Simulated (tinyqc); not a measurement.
Inside a calculation (part 3 of 3). Method: ROHF in the 6-31g basis, for H4, spin multiplicity 3. Computed by tinyqc, a small Python program that keeps every step (integrals from PySCF). Command: `OMP_NUM_THREADS=1 python tinyqc.py 28734 28735 out.jsonl` (the two numbers bound the seeds that draw the settings). One thread of a shared host (Intel(R) Xeon(R) Processor @ 2.60GHz), about 0.06 s of CPU time with the checks.

Geometry (angstrom):

| atom | x | y | z |
|---|---|---|---|
| H | 0.000000 | 0.000000 | 0.000000 |
| H | 0.000000 | 0.000000 | 1.335000 |
| H | 0.000000 | 0.891000 | 0.000000 |
| H | 0.000000 | 0.891000 | 1.335000 |

## Iteration 9 (converged): orbitals

converged F (hartree), lower triangle:
```
           1H 1s      1H 2s      2H 1s      2H 2s      3H 1s      3H 2s      4H 1s      4H 2s
1H 1s  -0.023200
1H 2s  -0.487028  -0.401974
2H 1s  -0.219161  -0.324813  -0.023200
2H 2s  -0.324813  -0.383160  -0.487028  -0.401974
3H 1s  -0.432634  -0.437195  -0.108408  -0.265932  -0.023200
3H 2s  -0.437195  -0.419024  -0.265932  -0.373075  -0.487028  -0.401974
4H 1s  -0.108408  -0.265932  -0.432634  -0.437195  -0.219161  -0.324813  -0.023200
4H 2s  -0.265932  -0.373075  -0.437195  -0.419024  -0.324813  -0.383160  -0.487028  -0.401974
```

X, lower triangle:
```
           1H 1s      1H 2s      2H 1s      2H 2s      3H 1s      3H 2s      4H 1s     4H 2s
1H 1s   1.274061
1H 2s  -0.530025   2.122910
2H 1s   0.018201   0.017072   1.274061
2H 2s   0.017072  -0.657798  -0.530025   2.122910
3H 1s  -0.092525   0.040070   0.028727   0.001989   1.274061
3H 2s   0.040070  -0.956959   0.001989   0.304463  -0.530025   2.122910
4H 1s   0.028727   0.001989  -0.092525   0.040070   0.018201   0.017072   1.274061
4H 2s   0.001989   0.304463   0.040070  -0.956959   0.017072  -0.657798  -0.530025  2.122910
```

Diagonalise F' = X^T F X, C = X C', fill 3 alpha and 1 beta electrons from the bottom; D(s) = C_occ C_occ^T. Each column has its largest component positive (the first on a tie).

F' = X^T F X (hartree), lower triangle:
```
           1          2          3          4          5          6          7         8
1   0.530072
2  -0.584304   0.308678
3  -0.062179  -0.100802   0.530072
4  -0.100802  -0.147192  -0.584304   0.308678
5  -0.318049  -0.080021   0.070911  -0.026432   0.530072
6  -0.080021  -0.170050  -0.026432  -0.047243  -0.584304   0.308678
7   0.070911  -0.026432  -0.318049  -0.080021  -0.062179  -0.100802   0.530072
8  -0.026432  -0.047243  -0.080021  -0.170050  -0.100802  -0.147192  -0.584304  0.308678
```

orbital energies (hartree): MO1 -0.721073, MO2 -0.272819, MO3 -0.055677, MO4 0.305250, MO5 0.809172, MO6 0.886021, MO7 1.149488, MO8 1.254637

coefficients C:
```
            MO1        MO2        MO3        MO4        MO5        MO6        MO7        MO8
1H 1s  0.214950   0.255693   0.185179   0.122633  -0.566771   0.621701  -0.708832  -0.738024
1H 2s  0.159558   0.313457   0.680097   1.548354   0.737277  -0.441659   0.857639   1.331509
2H 1s  0.214950  -0.255693   0.185179  -0.122633   0.566771   0.621701  -0.708832   0.738024
2H 2s  0.159558  -0.313457   0.680097  -1.548354  -0.737277  -0.441659   0.857639  -1.331509
3H 1s  0.214950   0.255693  -0.185179  -0.122633  -0.566771   0.621701   0.708832   0.738024
3H 2s  0.159558   0.313457  -0.680097  -1.548354   0.737277  -0.441659  -0.857639  -1.331509
4H 1s  0.214950  -0.255693  -0.185179   0.122633   0.566771   0.621701   0.708832  -0.738024
4H 2s  0.159558  -0.313457  -0.680097   1.548354  -0.737277  -0.441659  -0.857639   1.331509
```

D(alpha) after iteration 9, lower triangle:
```
           1H 1s      1H 2s      2H 1s      2H 2s     3H 1s     3H 2s     4H 1s     4H 2s
1H 1s   0.145873
1H 2s   0.240385   0.586246
2H 1s   0.015116   0.080088   0.145873
2H 2s   0.080088   0.389736   0.240385   0.586246
3H 1s   0.077291  -0.011494  -0.053466  -0.171791  0.145873
3H 2s  -0.011494  -0.338818  -0.171791  -0.535328  0.240385  0.586246
4H 1s  -0.053466  -0.171791   0.077291  -0.011494  0.015116  0.080088  0.145873
4H 2s  -0.171791  -0.535328  -0.011494  -0.338818  0.080088  0.389736  0.240385  0.586246
```

D(beta) after iteration 9, lower triangle:
```
          1H 1s     1H 2s     2H 1s     2H 2s     3H 1s     3H 2s     4H 1s     4H 2s
1H 1s  0.046204
1H 2s  0.034297  0.025459
2H 1s  0.046204  0.034297  0.046204
2H 2s  0.034297  0.025459  0.034297  0.025459
3H 1s  0.046204  0.034297  0.046204  0.034297  0.046204
3H 2s  0.034297  0.025459  0.034297  0.025459  0.034297  0.025459
4H 1s  0.046204  0.034297  0.046204  0.034297  0.046204  0.034297  0.046204
4H 2s  0.034297  0.025459  0.034297  0.025459  0.034297  0.025459  0.034297  0.025459
```

## Convergence

Stop when the energy changes by less than 1e-08 hartree and every element of the error matrix X^T (F D S - S D F) X is below 3e-05.

Course of the cycle:

| iteration | E (hartree) | change | largest element of the error matrix |
|---|---|---|---|
| 1 | -1.97767853 | - | 1.59e-01 |
| 2 | -1.67495671 | 3.03e-01 | 7.11e-02 |
| 3 | -1.70885214 | -3.39e-02 | 1.97e-02 |
| 4 | -1.97188953 | -2.63e-01 | 2.54e-02 |
| 5 | -1.97254510 | -6.56e-04 | 2.20e-02 |
| 6 | -1.97144057 | 1.10e-03 | 2.73e-02 |
| 7 | -1.97442792 | -2.99e-03 | 1.56e-03 |
| 8 | -1.97443681 | -8.89e-06 | 3.90e-06 |
| 9 | -1.97443681 | -1.70e-10 | 1.10e-07 |

PySCF ROHF in the same basis = -1.97443681 hartree

Converged in 9 iterations.

## Populations, bond orders and dipole

overlap S, lower triangle:
```
          1H 1s     1H 2s     2H 1s     2H 2s     3H 1s     3H 2s     4H 1s     4H 2s
1H 1s  1.000000
1H 2s  0.658292  1.000000
2H 1s  0.096026  0.285352  1.000000
2H 2s  0.285352  0.598564  0.658292  1.000000
3H 1s  0.329769  0.453510  0.037041  0.196772  1.000000
3H 2s  0.453510  0.795638  0.196772  0.476240  0.658292  1.000000
4H 1s  0.037041  0.196772  0.329769  0.453510  0.096026  0.285352  1.000000
4H 2s  0.196772  0.476240  0.453510  0.795638  0.285352  0.598564  0.658292  1.000000
```

Mulliken: Z minus the diagonal of D S on the atom; Loewdin: the same with S^(1/2) D S^(1/2); Mayer order: 2 sum_s sum (D(s) S)_ij (D(s) S)_ji over the two atoms.

Charges (e):

| atom | Mulliken | Loewdin | Mulliken spin |
|---|---|---|---|
| 1H | 0 | 0 | 0.500000 |
| 2H | 0 | 0 | 0.500000 |
| 3H | 0 | 0 | 0.500000 |
| 4H | 0 | 0 | 0.500000 |

Mayer bond orders:

| pair | order |
|---|---|
| 2-1 | 0.286653 |
| 3-1 | 0.222362 |
| 3-2 | 0.174452 |
| 4-1 | 0.174452 |
| 4-2 | 0.222362 |
| 4-3 | 0.286653 |

dipole moment about the origin, x y z (debye): 0.000000  0.000000  0.000000
